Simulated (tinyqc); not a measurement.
## Electron continuity equation in a given potential, Scharfetter-Gummel discretisation: three discretisations compared

Steady state in one dimension: J = q mu n E + q D dn/dx with E = -dpsi/dx and D = mu Vt, dJ/dx = 0, fixed densities nL and nR at the ends. The potential is given, psi = U x/L, and is not changed by the electrons.

10 equal intervals. Fluxes J_i = (q D/h)(n_(i+1) P_i - n_i Q_i), d_i = (psi_(i+1) - psi_i)/Vt: Scharfetter-Gummel P = B(d), Q = B(-d), B(d) = d/(exp(d) - 1); central P = 1 - d/2, Q = 1 + d/2; upwind P = 1 + max(-d, 0), Q = 1 + max(d, 0). Balance at each inner node: J_i - J_(i-1) = 0. The reference is Scharfetter-Gummel on 2000 intervals.

Inputs (values chosen for the exercise); mobility close to that of silicon at room temperature:
```
symbol,value,unit,meaning
T,400,K,temperature
mu,1350,cm^2/(V s),electron mobility
L,2.1,um,length of the region
nL,6.5e14,cm^-3,density at x = 0
nR,4.4e15,cm^-3,density at x = L
U,-1.3,V,potential difference psi(L) - psi(0)
```

Constants: q = 1.602176634e-19 C, kB = 1.380649e-23 J/K, Vt = kB T/q. Results are converted to the units shown.

Densities (cm^-3):

| node | Scharfetter-Gummel | central | upwind | reference |
|---|---|---|---|---|
| 0 | 6.500e14 | 6.500e14 | 6.500e14 | 6.500e14 |
| 1 | 4.314e15 | 5.551e15 | 3.614e15 | 4.314e15 |
| 2 | 4.398e15 | 4.047e15 | 4.235e15 | 4.398e15 |
| 3 | 4.400e15 | 4.508e15 | 4.365e15 | 4.400e15 |
| 4 | 4.400e15 | 4.367e15 | 4.393e15 | 4.400e15 |
| 5 | 4.400e15 | 4.410e15 | 4.398e15 | 4.400e15 |
| 6 | 4.400e15 | 4.397e15 | 4.400e15 | 4.400e15 |
| 7 | 4.400e15 | 4.401e15 | 4.400e15 | 4.400e15 |
| 8 | 4.400e15 | 4.400e15 | 4.400e15 | 4.400e15 |
| 9 | 4.400e15 | 4.400e15 | 4.400e15 | 4.400e15 |
| 10 | 4.400e15 | 4.400e15 | 4.400e15 | 4.400e15 |

What do the numbers show?

Largest errors as a share of the largest reference density listed: Scharfetter-Gummel under 1e-7 %, central 28 %, upwind 16 %. The largest |d| is 3.77. Central differences oscillate from node to node, since P or Q changes sign once |d| exceeds 2. Upwinding stays positive but acts as if D were larger by the factor 1 + |d|/2, up to 2.89 here.

tinyqc, about 0.01 s, one thread, Intel Xeon 2.30GHz (shared host): `OMP_NUM_THREADS=1 python tinyqc.py 2220112 2220113 out.jsonl`
